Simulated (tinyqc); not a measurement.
Growth of a silicide layer between metal and silicon: linear-parabolic kinetics, ramp anneals and Kissinger analysis. From completion temperature T_f back to ramp rate beta. Computed by tinyqc, a small Python program. Command: `OMP_NUM_THREADS=1 python tinyqc.py 3024526 3024527 out.jsonl silicide inv`. One thread of a shared host (Intel(R) Xeon(R) Processor @ 2.30GHz), about 0.1 s of CPU time with the checks.

One compound layer of thickness x grows by diffusion through itself and reaction at an interface, dx/dt = 1/(2x/K + 1/v), until the metal is used up at x = a h.

Inputs (values chosen for the exercise, modelled on Ni2Si):

| quantity | value | unit |
|---|---|---|
| metal thickness h | 5.6 | nm |
| silicide formed per metal thickness a | 1.47 | - |
| prefactor of the parabolic constant K | 4.3e+14 | nm^2/s |
| activation energy E of K | 1.55 | eV |
| prefactor of the interface velocity v | 2.3e+15 | nm/s |
| activation energy E_v | 1.71 | eV |

Constants: k_B = 8.617333262e-05 eV/K.

Method:
- The silicide ends at the thickness a h.
- K = K0 exp(-E/(k_B T)), v = v0 exp(-E_v/(k_B T)).
- Temperatures in kelvin are T(C) + 273.15.
- Ramp from x = 0 at 100 C at the rate beta: dx/dT = (1/beta)/(2x/K + 1/v), integrated adaptively (tolerance 1e-9) until x = a h at T_f.

Problem. A run gave the result below. Find the ramp rate beta, known to lie between 1.5 and 3.7 C/s.

completion temperature T_f = 309.4589 C

Solution.

Each step takes the trial c = (a f_b - b f_a)/(f_b - f_a), f being the result less the target and a, b, c the logarithms of the listed values; c replaces end b, the old b replaces a if the sign of f changed, and otherwise f_a is halved.

Scan of the range:

| ramp rate beta (C/s) | completion temperature T_f (C) |
|---|---|
| 1.50 | 299.553 |
| 1.74 | 302.019 |
| 2.03 | 304.603 |
| 2.36 | 307.151 |
| 2.74 | 309.698 |
| 3.18 | 312.262 |
| 3.70 | 314.892 |

False position (Illinois rule, in the logarithm of the input) inside the bracket:

| step | end a | end b | trial | completion temperature T_f (C) |
|---|---|---|---|---|
| 1 | 2.36000 | 2.74000 | 2.70184 | 309.458 |
| 2 | 2.74000 | 2.70184 | 2.70200 | 309.459 |
| 3 | 2.74000 | 2.70200 | 2.70200 | 309.459 |
| 4 | 2.70200 | 2.70200 | 2.70200 | 309.459 |

Completion temperature T_f rises at every point of a 13-point scan of the range (every second point is shown), so one value fits; it is bracketed by 2.36 and 2.74. Answer: ramp rate beta = 2.702 C/s.
